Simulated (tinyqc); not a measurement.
What moves the results: Slater-Koster d bands of an fcc metal. A value that a table varies takes the place of the one given here.

Slater-Koster d bands. For a bond with direction cosines (l, m, n) the 5 x 5 block is dds Ps + ddp Pp + ddd (1 - Ps - Pp), the projectors on sigma, pi and delta states about the bond; for instance <xy|xy> = 3 l^2 m^2 dds + (l^2 + m^2 - 4 l^2 m^2) ddp + (n^2 + l^2 m^2) ddd, <xy|yz> = 3 l m^2 n dds + l n (1 - 4 m^2) ddp + l n (m^2 - 1) ddd and <3z2-r2|3z2-r2> = (n^2 - (l^2 + m^2)/2)^2 dds + 3 n^2 (l^2 + m^2) ddp + (3/4)(l^2 + m^2)^2 ddd. H(k) sums the blocks times cos(k.R) over the neighbours; the d level is the zero of energy; k in 2 pi/a.

Neighbours: twelve at (a/2)(1,1,0) and equivalents.

Mesh: k = f1 b1 + f2 b2 + f3 b3 with fractions (j + 1/2)/N, j = 0 to N - 1, and b = (-1,1,1), (1,-1,1), (1,1,-1) for fcc, (0,1,1), (1,0,1), (1,1,0) for bcc, unit vectors for simple cubic. The lowest Nd/10 of all levels are filled with two electrons each; the bond energy is their sum per atom.

Values chosen for the exercise (of the size met in Cu; the results hold for these values, not for the real material): dds = -0.342 eV (dd sigma); ddp = 0.171 eV (dd pi); ddd = -0.024 eV (dd delta); N = 8 (mesh); f2 = 0.487 (factor for second neighbours in bcc).

## Band filling: full bands against the rectangular model

W = sqrt(12 mu2) with mu2 the mean square level on the mesh; rectangular model: Fermi level W (Nd/10 - 1/2), bond energy -W Nd (10 - Nd)/20. The Fermi level of the mesh is the highest filled level.

Per atom (eV):
```
Nd,"EF, bands","bond energy, bands","EF, rectangle","bond energy, rectangle"
1,-0.820,-1.070,-0.902,-1.015
2,-0.654,-1.807,-0.677,-1.804
3,-0.501,-2.365,-0.451,-2.368
4,-0.271,-2.743,-0.226,-2.706
5,0.017,-2.864,0.000,-2.819
6,0.311,-2.704,0.226,-2.706
7,0.483,-2.298,0.451,-2.368
8,0.685,-1.709,0.677,-1.804
9,0.850,-0.934,0.902,-1.015
```

W = 2.255 eV
full width on the mesh = 2.608 eV

What does this show, and why?

The bond energy is deepest at Nd = 5 (-2.864 eV); the rectangle has its minimum at 5. The two differ most at Nd = 8, by 0.095 eV or 3 % of the deepest value: the second moment fixes the parabola, and higher moments the rest. At Nd = 3 and 7 the bands give -2.365 and -2.298 eV, a skew towards less than half filling.

## Which lattice a d-band metal prefers

fcc has twelve neighbours, bcc eight and six (the six times f2), simple cubic six. The integrals of bcc and sc are scaled so that all three have the second moment of fcc, which stands for equal repulsion (structural energy difference theorem). s and p electrons are left out.

Bond energy per atom:
```
Nd,fcc (eV),bcc - fcc (meV),sc - fcc (meV)
1,-1.070,60,-42
2,-1.807,-1,-19
3,-2.365,-76,43
4,-2.743,-122,165
5,-2.864,11,238
6,-2.704,141,126
7,-2.298,142,-23
8,-1.709,35,-117
9,-0.934,-70,-177
```

scale factors: bcc 1.1285, sc 1.4142

mu3/mu2^1.5: fcc -0.147, bcc -0.137, sc 0.000

mu4/mu2^2: fcc 1.843, bcc 1.755, sc 2.443

largest change of a difference when N is raised to 14 = 16 meV

What does this show, and why?

fcc is lowest for Nd = 5 and 6. bcc is lowest for Nd = 3 and 4. sc is lowest for Nd = 1, 2, 7, 8 and 9. bcc gains most on fcc at Nd = 4 (-122 meV). A small fourth moment marks a two-peaked band, which tends to favour fillings near one half; bcc has -5 % against fcc, and at Nd = 5 it lies +11 meV from fcc, which the fourth moment alone does not explain (differences of a few tens of meV are within the error of the mesh; hcp is left out, and this d-only model can miss the lattice of the real metal). The third moments, from three-membered rings, skew the bands. That simple cubic wins anywhere comes from keeping d bands and equal second moments alone; no transition metal takes it. Differences below about 16 meV are within the error of this mesh, and the s and p electrons left out weigh most where the d band is nearly empty or full.

## What each integral does

Levels at Gamma, E(t2g) = 3 dds + 4 ddp + 5 ddd, E(eg) = 1.5 dds + 6 ddp + 4.5 ddd, and W = sqrt(12 mu2), the width of a rectangular band with the same second moment mu2 = z (dds^2 + 2 ddp^2 + 2 ddd^2)/5, z = 12. Each row changes one parameter from the base and keeps the others.

Results:
```
case,t2g (eV),eg (eV),W (eV)
base,-0.4620,0.4050,2.2552
dds = -0.3933 eV,-0.6159,0.3281,2.4844
ddp = 0.1454 eV,-0.5644,0.2514,2.1493
ddd = -0.0276 eV,-0.4800,0.3888,2.2576
```

What can be read from the table?

The largest shifts from the base row, up to three for each result and ties (the steps differ in size, so this ranks the rows, not the parameters). t2g (eV): dds -0.1539, ddp -0.1024, ddd -0.0180. eg (eV): ddp -0.1536, dds -0.0769, ddd -0.0162. W (eV): dds +0.2292, ddp -0.1059, ddd +0.0024. The ratio of the shifts of t2g and eg names the integral: 3 : 1.5 for dds, 4 : 6 for ddp, 5 : 4.5 for ddd.

(tinyqc, `OMP_NUM_THREADS=1 python tinyqc.py 1481314 1481315 out.jsonl`, Intel(R) Xeon(R) Processor @ 2.30GHz, 1 thread, shared host, about 0.03 s.)
